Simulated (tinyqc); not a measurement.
Inside a calculation. Method: RHF in the sto-3g basis, for B+, spin multiplicity 1. Computed by tinyqc, a small Python program that keeps every step (integrals from PySCF). Settings: charge = 1, multiplicity = 1, basis = sto-3g, energy threshold = 1e-10, iteration cap = 88, orthogonalisation = symmetric, start = random, DIIS depth = 6, method = RHF. Command: `OMP_NUM_THREADS=1 python tinyqc.py 23917 23918 out.jsonl` (the two numbers bound the seeds that draw the settings). One thread of a shared host (Intel(R) Xeon(R) Processor @ 2.60GHz), about 0.03 s of CPU time with the checks. Later iterations appear only in the table of the cycle.

## One-electron integrals

Geometry (angstrom):
```
atom        x        y        z
B     0.00000  0.00000  0.00000
```

Basis sto-3g: exponents (1/bohr^2) and contraction coefficients of normalised primitives:
```
element  l (shell)  exponent  coefficient
B            s (1)  48.79111      0.15433
B            s (1)   8.88736      0.53533
B            s (1)   2.40527      0.44463
B            s (2)   2.23696     -0.09997
B            s (2)   0.51982      0.39951
B            s (2)   0.16906      0.70012
B            p (3)   2.23696      0.15592
B            p (3)   0.51982      0.60768
B            p (3)   0.16906      0.39196
```

Overlap, kinetic and nuclear-attraction integrals over the contracted functions; the nuclear repulsion is the sum of Za Zb / Rab.

nuclear repulsion = 0 hartree

overlap S, lower triangle:
```
          1B 1s    1B 2s   1B 2px   1B 2py   1B 2pz
1B 1s   1.00000
1B 2s   0.26933  1.00000
1B 2px  0.00000  0.00000  1.00000
1B 2py  0.00000  0.00000  0.00000  1.00000
1B 2pz  0.00000  0.00000  0.00000  0.00000  1.00000
```

kinetic energy T (hartree), lower triangle:
```
           1B 1s    1B 2s   1B 2px   1B 2py   1B 2pz
1B 1s   10.82630
1B 2s   -0.04797  0.35917
1B 2px   0.00000  0.00000  1.12388
1B 2py   0.00000  0.00000  0.00000  1.12388
1B 2pz   0.00000  0.00000  0.00000  0.00000  1.12388
```

nuclear attraction V (hartree), lower triangle:
```
            1B 1s     1B 2s    1B 2px    1B 2py    1B 2pz
1B 1s   -23.14739
1B 2s    -3.13936  -3.77163
1B 2px    0.00000   0.00000  -3.74144
1B 2py    0.00000   0.00000   0.00000  -3.74144
1B 2pz    0.00000   0.00000   0.00000   0.00000  -3.74144
```

core Hamiltonian H = T + V (hartree), lower triangle:
```
            1B 1s     1B 2s    1B 2px    1B 2py    1B 2pz
1B 1s   -12.32109
1B 2s    -3.18733  -3.41246
1B 2px    0.00000   0.00000  -2.61756
1B 2py    0.00000   0.00000   0.00000  -2.61756
1B 2pz    0.00000   0.00000   0.00000   0.00000  -2.61756
```

## Two-electron integrals

Functions are numbered as in S; the eight-fold symmetry (ij|kl) = (ji|kl) = (kl|ij) leaves the list below.

Two-electron integrals (ij|kl) in chemists' order, unique and non-zero (hartree):
```
(11|11) 2.92351   (21|11) 0.51838   (21|21) 0.10926   (22|11) 0.74423
(22|21) 0.19318   (22|22) 0.54480   (31|31) 0.02026   (32|31) 0.03000
(32|32) 0.12035   (33|11) 0.74249   (33|21) 0.19324   (33|22) 0.54468
(33|33) 0.58677   (41|41) 0.02026   (42|41) 0.03000   (42|42) 0.12035
(43|43) 0.03163   (44|11) 0.74249   (44|21) 0.19324   (44|22) 0.54468
(44|33) 0.52351   (44|44) 0.58677   (51|51) 0.02026   (52|51) 0.03000
(52|52) 0.12035   (53|53) 0.03163   (54|54) 0.03163   (55|11) 0.74249
(55|21) 0.19324   (55|22) 0.54468   (55|33) 0.52351   (55|44) 0.52351
(55|55) 0.58677
```

## Orthogonalisation

S = U s U^T; symmetric (Loewdin) form X = U s^(-1/2) U^T, so that X^T S X = 1.

eigenvalues of S: 0.73067  1.00000  1.00000  1.00000  1.26933

X, lower triangle:
```
           1B 1s    1B 2s   1B 2px   1B 2py   1B 2pz
1B 1s    1.02873
1B 2s   -0.14114  1.02873
1B 2px   0.00000  0.00000  1.00000
1B 2py   0.00000  0.00000  0.00000  1.00000
1B 2pz   0.00000  0.00000  0.00000  0.00000  1.00000
```

## Starting guess

The start is random orthonormal orbitals; D = 2 C_occ C_occ^T.

D at the start, lower triangle:
```
           1B 1s     1B 2s    1B 2px    1B 2py   1B 2pz
1B 1s    0.53234
1B 2s   -0.73804   1.43692
1B 2px  -0.10120  -0.60837   1.37410
1B 2py   0.65074  -0.61794  -0.63812   0.99080
1B 2pz  -0.12049   0.28929  -0.19833  -0.06328  0.06340
```

## Iteration 1: building the Fock matrix

J_ij = sum D_kl (ij|kl), K_ij = sum D_kl (ik|jl); F = H + J - 0.5 K; E = tr D H + tr D J / 2 - 0.25 tr D K + E_nn.

Coulomb J (hartree), lower triangle:
```
           1B 1s     1B 2s    1B 2px    1B 2py   1B 2pz
1B 1s    3.66351
1B 2s    0.86150   2.21652
1B 2px  -0.04060  -0.15250   2.25085
1B 2py  -0.01070  -0.10969  -0.04037   2.22660
1B 2pz   0.01247   0.06240  -0.01255  -0.00400  2.16794
```

exchange K (hartree), lower triangle:
```
           1B 1s     1B 2s    1B 2px    1B 2py   1B 2pz
1B 1s    0.99734
1B 2s   -0.00354   0.84809
1B 2px  -0.21300  -0.42717   0.97906
1B 2py   0.35841  -0.26568  -0.35425   0.76628
1B 2pz  -0.02732   0.16549  -0.11010  -0.03513  0.25144
```

Fock matrix F (hartree), lower triangle:
```
           1B 1s     1B 2s    1B 2px    1B 2py    1B 2pz
1B 1s   -9.15624
1B 2s   -2.32407  -1.61999
1B 2px   0.06590   0.06109  -0.85624
1B 2py  -0.18990   0.02315   0.13676  -0.77409
1B 2pz   0.02613  -0.02034   0.04251   0.01356  -0.57534
```

total energy of this density = -9.7199908 hartree

## Iteration 1: diagonalisation and new density

Diagonalise F' = X^T F X, C = X C', fill 2 alpha and 2 beta electrons from the bottom; D = 2 C_occ C_occ^T. Each column has its largest component positive (the first on a tie).

F' = X^T F X (hartree), lower triangle:
```
          1         2         3         4         5
1  -9.04734
2  -0.94117  -1.22193
3   0.05917   0.05354  -0.85624
4  -0.19863   0.05061   0.13676  -0.77409
5   0.02975  -0.02462   0.04251   0.01356  -0.57534
```

orbital energies (hartree): MO1 -9.16395, MO2 -1.12903, MO3 -0.95645, MO4 -0.66375, MO5 -0.56175

coefficients C:
```
             MO1       MO2       MO3       MO4      MO5
1B 1s    1.00470  -0.25248   0.02458  -0.06667  0.00000
1B 2s   -0.01920   1.01693  -0.01955   0.20813  0.00000
1B 2px  -0.00819  -0.09174   0.81340   0.52389  0.23545
1B 2py   0.02293  -0.16836  -0.57649   0.77055  0.21222
1B 2pz  -0.00310   0.06045  -0.07293  -0.30247  0.94843
```

D after iteration 1, lower triangle:
```
           1B 1s     1B 2s    1B 2px    1B 2py   1B 2pz
1B 1s    2.14632
1B 2s   -0.55207   2.06902
1B 2px   0.02987  -0.18628   0.01697
1B 2py   0.13109  -0.34329   0.03052   0.05774
1B 2pz  -0.03675   0.12306  -0.01104  -0.02050  0.00733
```

## Iteration 2: building the Fock matrix

As before.

Coulomb J (hartree), lower triangle:
```
           1B 1s     1B 2s    1B 2px    1B 2py   1B 2pz
1B 1s    7.30318
1B 2s    1.40750   2.55595
1B 2px  -0.00996  -0.04304   2.55124
1B 2py  -0.01528  -0.07476   0.00193   2.55382
1B 2pz   0.00589   0.02741  -0.00070  -0.00130  2.55063
```

exchange K (hartree), lower triangle:
```
           1B 1s     1B 2s    1B 2px    1B 2py   1B 2pz
1B 1s    5.93017
1B 2s    1.04356   1.15830
1B 2px  -0.01880  -0.11721   0.27138
1B 2py   0.02336  -0.19904   0.01694   0.29402
1B 2pz  -0.00056   0.07363  -0.00613  -0.01138  0.26603
```

Fock matrix F (hartree), lower triangle:
```
           1B 1s     1B 2s    1B 2px    1B 2py    1B 2pz
1B 1s   -7.98299
1B 2s   -2.30161  -1.43566
1B 2px  -0.00056   0.01556  -0.20201
1B 2py  -0.02696   0.02475  -0.00654  -0.21075
1B 2pz   0.00617  -0.00940   0.00237   0.00439  -0.19995
```

total energy of this density = -23.9072479 hartree

## Iteration 2: DIIS over 2 matrices

error matrix X^T (FDS - SDF) X:
```
          1         2        3         4         5
1   0.00000  -0.01426  0.17339  -0.21324   0.00467
2   0.01426   0.00000  0.10910   0.10982  -0.05166
3  -0.17339  -0.10910  0.00000   0.00000   0.00000
4   0.21324  -0.10982  0.00000   0.00000   0.00000
5  -0.00467   0.05166  0.00000   0.00000   0.00000
```

B (overlaps of the stored error matrices):
```
               1              2
1  6.4374791e+01  2.5337866e+00
2  2.5337866e+00  2.0478111e-01
```

Minimise |sum c_i e_i|^2 with sum c_i = 1: solve [B -1; -1 0][c; lambda] = [0; -1] with B_ij = tr e_i^T e_j, and take F = sum c_i F_i.

DIIS coefficients: -0.03914  1.03914

extrapolated F (hartree), lower triangle:
```
           1B 1s     1B 2s    1B 2px    1B 2py    1B 2pz
1B 1s   -7.93708
1B 2s   -2.30073  -1.42845
1B 2px  -0.00316   0.01378  -0.17641
1B 2py  -0.02058   0.02482  -0.01215  -0.18870
1B 2pz   0.00539  -0.00897   0.00080   0.00403  -0.18526
```

## Iteration 2: diagonalisation and new density

As before.

F' = X^T F X (hartree), lower triangle:
```
          1         2         3         4         5
1  -7.76007
2  -1.12083  -1.00171
3  -0.00520   0.01462  -0.17641
4  -0.02468   0.02844  -0.01215  -0.18870
5   0.00681  -0.00999   0.00080   0.00403  -0.18526
```

orbital energies (hartree): MO1 -7.94116, MO2 -0.82288, MO3 -0.19517, MO4 -0.18416, MO5 -0.16879

coefficients C:
```
             MO1       MO2       MO3      MO4       MO5
1B 1s    0.99307  -0.30267  -0.02033  0.00000   0.00263
1B 2s    0.02468   1.03626   0.06115  0.00000  -0.00552
1B 2px   0.00037  -0.02455   0.49155  0.23545   0.83805
1B 2py   0.00256  -0.05096   0.81387  0.21222  -0.53849
1B 2pz  -0.00066   0.01750  -0.30414  0.94843  -0.08756
```

D after iteration 2, lower triangle:
```
           1B 1s     1B 2s    1B 2px    1B 2py   1B 2pz
1B 1s    2.15558
1B 2s   -0.57827   2.14888
1B 2px   0.01559  -0.05086   0.00121
1B 2py   0.03593  -0.10548   0.00250   0.00521
1B 2pz  -0.01191   0.03623  -0.00086  -0.00179  0.00061
```

## Iteration 7 (converged): orbitals

converged F (hartree), lower triangle:
```
           1B 1s     1B 2s    1B 2px    1B 2py    1B 2pz
1B 1s   -7.98292
1B 2s   -2.29919  -1.45018
1B 2px   0.00000   0.00000  -0.20052
1B 2py   0.00000   0.00000   0.00000  -0.20052
1B 2pz   0.00000   0.00000   0.00000   0.00000  -0.20052
```

As before.

F' = X^T F X (hartree), lower triangle:
```
          1         2         3         4         5
1  -7.80947
2  -1.10936  -1.02607
3   0.00000   0.00000  -0.20052
4   0.00000   0.00000   0.00000  -0.20052
5   0.00000   0.00000   0.00000   0.00000  -0.20052
```

orbital energies (hartree): MO1 -7.98629, MO2 -0.84925, MO3 -0.20052, MO4 -0.20052, MO5 -0.20052

coefficients C:
```
            MO1       MO2       MO3       MO4      MO5
1B 1s   0.99369  -0.30130   0.00000   0.00000  0.00000
1B 2s   0.02254   1.03812   0.00000   0.00000  0.00000
1B 2px  0.00000   0.00000   0.44981   0.86362  0.22767
1B 2py  0.00000   0.00000   0.84128  -0.49529  0.21666
1B 2pz  0.00000   0.00000  -0.29987  -0.09408  0.94933
```

D after iteration 7, lower triangle:
```
           1B 1s    1B 2s   1B 2px   1B 2py   1B 2pz
1B 1s    2.15642
1B 2s   -0.58078  2.15642
1B 2px   0.00000  0.00000  0.00000
1B 2py   0.00000  0.00000  0.00000  0.00000
1B 2pz   0.00000  0.00000  0.00000  0.00000  0.00000
```

Within a degenerate level the vectors are fixed only up to a rotation; this is one choice.

## Convergence

Stop when the energy changes by less than 1e-10 hartree and every element of the error matrix X^T (F D S - S D F) X is below 3e-06.

Course of the cycle:
```
iteration  E (hartree)     change  largest element of the error matrix
1           -9.7199908          -                             4.26e+00
2          -23.9072479  -1.42e+01                             2.13e-01
3          -23.9452454  -3.80e-02                             4.05e-02
4          -23.9483446  -3.10e-03                             8.16e-03
5          -23.9484704  -1.26e-04                             8.37e-05
6          -23.9484704  -8.03e-09                             2.44e-06
7          -23.9484704  -1.02e-11                             5.84e-07
```

PySCF RHF in the same basis = -23.9484704 hartree

Converged in 7 iterations.

## Populations

Mulliken: Z minus the diagonal of D S on the atom; Loewdin: the same with S^(1/2) D S^(1/2).

Charges (e):
```
atom  Mulliken  Loewdin
1B     1.00000  1.00000
```
